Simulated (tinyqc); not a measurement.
From results back to parameters: finite square well with mass mismatch (envelope functions). Three cases, with inputs chosen for the exercise.

Problem. The lowest level of this well was computed from a hidden depth V0.

A square well of width L and depth V0, mass mw inside and mb outside, energies from the bottom of the well, c = hbar^2/2m0. k = sqrt(mw E/c), kappa = sqrt(mb (V0 - E)/c). psi and psi'/m are continuous at the walls (BenDaniel-Duke), so level n solves k L + 2 atan[(k/mw)/(kappa/mb)] = n pi.

Constants: hbar^2/2m0 = 3.80998211 eV angstrom^2.

Case 1.

Values chosen (out of a larger set: near those of an InGaAs well in InP; not measured data): L = 96 angstrom (well width); mw = 0.0407 m0 (mass in the well); mb = 0.0834 m0 (mass in the barrier).

E1 = 0.041460 eV

Case 2.

Values chosen (out of a larger set: near those of the heavy valleys of a Si film in SiO2; not measured data): L = 21 angstrom (well width); mw = 0.941 m0 (mass in the well); mb = 0.505 m0 (mass in the barrier).

E1 = 0.077586 eV

Case 3.

Values chosen (out of a larger set: near those of a strained Si well in SiGe; not measured data): L = 30 angstrom (well width); mw = 0.892 m0 (mass in the well); mb = 0.897 m0 (mass in the barrier).

E1 = 0.026005 eV

Find: k; kappa; V0.

Solution. For n = 1 the condition reads kappa = (mb/mw) k tan(kL/2); then V0 = E1 + c kappa^2/mb.

Case 1.

k = 0.02105 1/angstrom
kappa = 0.0687 1/angstrom
V0 = 0.257 eV

Case 2.

k = 0.13843 1/angstrom
kappa = 0.6304 1/angstrom
V0 = 3.076 eV

Case 3.

k = 0.07803 1/angstrom
kappa = 0.1854 1/angstrom
V0 = 0.172 eV

Computed by tinyqc, one run a case: `OMP_NUM_THREADS=1 python tinyqc.py N N+1 out.jsonl` with N = 1281428, 1281448, 1281683; one thread of a shared Intel(R) Xeon(R) Processor @ 2.30GHz, about 0.01 s a run at most.
